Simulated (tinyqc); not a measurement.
Six-band hole subbands of a thin body in a field, step by step. Values are carried at full precision from step to step, so a last printed digit may differ when a step is redone from the rounded ones.

Constants: hbar^2/2m0 = 3.80998211 eV angstrom^2.

Values chosen for the exercise (near those of a p-type Ge channel; not measured data):

| symbol | value | unit | meaning |
|---|---|---|---|
| S | (9.83, -2.67, 15.17) | 1/TPa | compliances s11, s12, s44 |
| sx | -0.5 | GPa | stress along the channel [1-10], negative in compression |
| b | -2.57 | eV | tetragonal potential |
| d | -5.36 | eV | trigonal potential |
| g1 | 13.33 |  | Luttinger gamma1 |
| g2 | 4.25 |  | gamma2 |
| g3 | 5.69 |  | gamma3 |
| face | 111 |  | surface |
| Dso | 0.287 | eV | spin-orbit splitting |
| t | 35 | angstrom | body thickness |
| F | 0 | MV/cm | field across the body |
| kmax | 0.1 | 1/angstrom | end of the path |

## Strain and its block

exx = eyy = (s11 + s12) sx/2, ezz = s12 sx, exy = -s44 sx/4 (1 GPa/TPa = 1e-3). With e0 the traceless part, B_XX = 2b e0xx - b (e0yy + e0zz) and B_XY = sqrt(3) d exy.

strain:
```
           x          y         z
x  -0.001790   0.001896         0
y   0.001896  -0.001790         0
z          0          0  0.001335
```

B (eV):
```
          X         Y         Z
X   0.00803  -0.01760         0
Y  -0.01760   0.00803         0
Z         0         0  -0.01606
```

## Confinement masses without spin-orbit coupling

C(n n^T)/c has C_XX = (g1 + 4 g2) nx^2 + (g1 - 2 g2)(ny^2 + nz^2) and C_XY = 6 g3 nx ny, n the unit normal; its eigenvalues are the inverse masses along n.

C(n n^T)/c:
```
         X        Y        Z
X  13.3300  11.3800  11.3800
Y  11.3800  13.3300  11.3800
Z  11.3800  11.3800  13.3300
```

masses (m0): 0.5128  0.5128  0.0277

## The matrix for one sine at q = 0

Basis X, Y, Z times spin, hole energies counted downwards from the unstrained edge (the hydrostatic shift is left out), c = hbar^2/2m0. For a symmetric tensor T let C(T) have C_XX = L Txx + M (Tyy + Tzz), C_XY = N Txy (cyclic), L = c (g1 + 4 g2), M = c (g1 - 2 g2), N = 6 c g3. k = q + kz n, n the unit normal, q = k1 u + k2 v with u along the channel [1-10] and v = n x u. H = C(k k^T) + (Dso/3)(1 - L.sigma) - B + e F z with (L_k)_ij = -i epsilon_kij; B is the block C built from the traceless strain with 2b, -b and sqrt(3) d in place of L, M, N. Strain: exx = eyy = (s11 + s12) sx/2, ezz = s12 sx, exy = -s44 sx/4. Hard walls at z = 0 and t; basis sin(j pi z/t), j = 1 to Nz: kz^2 = (j pi/t)^2, kz = -i D with D_jl = 4 j l/(t (j^2 - l^2)), z_jj = t/2 and z_jl = -8 t j l/(pi (j^2 - l^2))^2 for j + l odd; 1 MV/cm = 0.01 eV/angstrom.

Nz = 1, in meV.

H (meV):
```
               X+             Y+      Z+             X-             Y-      Z-
X+         496.82  366.93+95.67i  349.32              0              0  -95.67
Y+  366.93-95.67i         496.82  349.32              0              0  95.67i
Z+         349.32         349.32  520.91          95.67        -95.67i       0
X-              0              0   95.67         496.82  366.93-95.67i  349.32
Y-              0              0  95.67i  366.93+95.67i         496.82  349.32
Z-         -95.67        -95.67i       0         349.32         349.32  520.91
```

## Its levels

Diagonalise; the levels come in pairs. Give each pair and its weights on X, Y, Z, summed over spin and averaged over the pair.

levels (meV): 51.79  228.99  1233.77

weights:
```
   pair 1  pair 2  pair 3
X   0.370   0.298   0.332
Y   0.370   0.298   0.332
Z   0.259   0.405   0.336
```

## More sines

The four lowest pairs at q = 0.

Hole energies (meV):

| Nz | pair 1 | pair 2 | pair 3 | pair 4 |
|---|---|---|---|---|
| 1 | 51.79 | 228.99 | 1233.77 | - |
| 2 | 51.79 | 228.99 | 231.50 | 422.52 |
| 4 | 51.79 | 228.99 | 231.50 | 422.52 |
| 8 | 51.79 | 228.99 | 231.50 | 422.52 |
| 16 | 51.79 | 228.99 | 231.50 | 422.52 |

One sine is exact for the top subband, since without a field nothing joins different j at q = 0. The second pair lies 177.2 meV deeper.

## Dispersion of the top subband

Nz = 14; the two lowest levels (spin-split where the field breaks inversion), in meV from their value at q = 0.

Energies (meV):

| \|q\| (1/angstrom) | u a | u b | v a | v b |
|---|---|---|---|---|
| 0.025 | 38.62 | 38.62 | 24.77 | 24.77 |
| 0.050 | 96.96 | 96.96 | 58.70 | 58.70 |
| 0.075 | 143.95 | 143.95 | 82.00 | 82.00 |
| 0.100 | 201.33 | 201.33 | 106.43 | 106.43 |

From the mean of each pair in the first row, c q^2/E gives 0.06 m0 along u and 0.10 m0 along v. Without a field each pair stays degenerate. These masses hold for the first row only: the band bends further out.

## Checks

- Top level at q = 0 on (001) without field and stress against c (g1 - 2 g2)(pi/t)^2, eV: both 0.14826.
- Hermiticity, and E(q) against E(-q): they agree to 1e-10 or better.

(tinyqc, `OMP_NUM_THREADS=1 python tinyqc.py 1251533 1251534 out.jsonl`, Intel(R) Xeon(R) Processor @ 2.30GHz, 1 thread, shared host, about 0.6 s.)
